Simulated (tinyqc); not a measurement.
Complex band structure along [001] in sp3s* tight binding: one step. Complex wave vectors at one energy in the gap. Three cases, with inputs chosen for the exercise.

Problem. Solve det(H0 - E + z T + T^T/z) = 0 with E = Ev + dE, as the linear problem [[0, 1], [-T^T, E - H0]] x = z [[1, 0], [0, T]] x. Roots come as z, -z, 1/z and conjugates; list those with 0 < |z| < 1 and Re z, Im z >= 0, by falling |z|. Re kz = arg(z)/(pi/2) in units of 2 pi/a, kappa = -(4/a) ln|z|.

For k = (0, 0, kz) the phase sums are g0 = cos(phi) and g3 = i sin(phi), phi = kz a/4, and the s, pz, s* orbitals of anion (a) and cation (c) decouple from px, py. With z = exp(i phi), H(z) = H0 + z T + T^T/z for any complex z. H0 is diagonal (Esa, Epa, Exa, Esc, Epc, Exc). The anion-cation block is B(z) = z U + W/z and the cation-anion block z W^T + U^T/z, where U has Vss/2 (s,s), Vsapc/2 (s,z), -Vscpa/2 (z,s), Vxx/2 (z,z), Vxapc/2 (s*,z), -Vpaxc/2 (z,s*), and W has the same values with the s-z and s*-z signs reversed. |z| = 1 is a band state, |z| < 1 decays along [001] as exp(-kappa d) over a distance d, kappa = -(4/a) ln|z|. No spin-orbit coupling.

Give: Decaying roots.

Case 1.

Values chosen (out of a larger set: near a published set for GaSb, fitted to gaps, whose masses and valley positions are rough (light masses up to twice too heavy); not measured data): dE = 0.26 eV (E - Ev); a = 6.101 angstrom (lattice constant).

diagonal of H0 (eV): sa -7.288000, za 0.862000, s*a 6.576000, sc -3.874000, zc 2.924000, s*c 5.922000

T (eV):
```
            sa        za        s*a         sc        zc        s*c
sa    0.000000  0.000000   0.000000  -3.050000  2.493000   0.000000
za    0.000000  0.000000   0.000000  -2.318500  0.782000  -2.121000
s*a   0.000000  0.000000   0.000000   0.000000  2.507000   0.000000
sc   -3.050000  2.318500   0.000000   0.000000  0.000000   0.000000
zc   -2.493000  0.782000  -2.507000   0.000000  0.000000   0.000000
s*c   0.000000  2.121000   0.000000   0.000000  0.000000   0.000000
```

Ev = 0.019752 eV

Solution.

Decaying roots:
```
Re z      Im z     |z|  Re kz (2 pi/a)  kappa (1/angstrom)
0.9286  0.0000  0.9286          0.0000              0.0486
0.1444  0.4985  0.5190          0.8204              0.4300
```

The slowest root has kappa = 0.0486 1/angstrom at Re kz = 0.000: a purely imaginary k at Gamma. The probability falls by exp(-2 kappa d), a factor 2.64 over 1 nm.

Case 2.

Values chosen (out of a larger set: near a published set for AlAs, fitted to gaps, whose masses and valley positions are rough (light masses up to twice too heavy); not measured data): dE = 1.75 eV (E - Ev); a = 5.662 angstrom (lattice constant).

diagonal of H0 (eV): sa -7.491000, za 0.986000, s*a 7.501000, sc -1.158000, zc 3.597000, s*c 6.771000

T (eV):
```
            sa        za        s*a         sc        zc        s*c
sa    0.000000  0.000000   0.000000  -3.353000  2.561500   0.000000
za    0.000000  0.000000   0.000000  -2.760500  0.932500  -2.501500
s*a   0.000000  0.000000   0.000000   0.000000  2.258500   0.000000
sc   -3.353000  2.760500   0.000000   0.000000  0.000000   0.000000
zc   -2.561500  0.932500  -2.258500   0.000000  0.000000   0.000000
s*c   0.000000  2.501500   0.000000   0.000000  0.000000   0.000000
```

Ev = 0.014977 eV

Solution.

Decaying roots:
```
Re z      Im z     |z|  Re kz (2 pi/a)  kappa (1/angstrom)
0.7598  0.0000  0.7598          0.0000              0.1941
0.1928  0.5616  0.5938          0.7895              0.3682
```

The slowest root has kappa = 0.1941 1/angstrom at Re kz = 0.000: a purely imaginary k at Gamma. The probability falls by exp(-2 kappa d), a factor 48.5 over 1 nm.

Case 3.

Values chosen (out of a larger set: near a published set for Ge, fitted to gaps, whose masses and valley positions are rough (light masses up to twice too heavy); not measured data): dE = 0.46 eV (E - Ev); a = 5.661 angstrom (lattice constant).

diagonal of H0 (eV): sa -5.937000, za 1.616000, s*a 6.462000, sc -5.937000, zc 1.616000, s*c 6.462000

T (eV):
```
            sa        za        s*a         sc        zc        s*c
sa    0.000000  0.000000   0.000000  -3.357000  2.728500   0.000000
za    0.000000  0.000000   0.000000  -2.728500  0.799000  -2.624000
s*a   0.000000  0.000000   0.000000   0.000000  2.624000   0.000000
sc   -3.357000  2.728500   0.000000   0.000000  0.000000   0.000000
zc   -2.728500  0.799000  -2.624000   0.000000  0.000000   0.000000
s*c   0.000000  2.624000   0.000000   0.000000  0.000000   0.000000
```

Ev = 0.018000 eV

Solution.

Decaying roots:
```
Re z      Im z     |z|  Re kz (2 pi/a)  kappa (1/angstrom)
0.9340  0.0000  0.9340          0.0000              0.0483
0.2126  0.6530  0.6867          0.7996              0.2656
```

The slowest root has kappa = 0.0483 1/angstrom at Re kz = 0.000: a purely imaginary k at Gamma. The probability falls by exp(-2 kappa d), a factor 2.63 over 1 nm.

Computed by tinyqc, one run a case: `OMP_NUM_THREADS=1 python tinyqc.py N N+1 out.jsonl` with N = 1481512, 1481736, 1481916; one thread of a shared Intel(R) Xeon(R) Processor @ 2.30GHz, about 0.02 s a run at most.
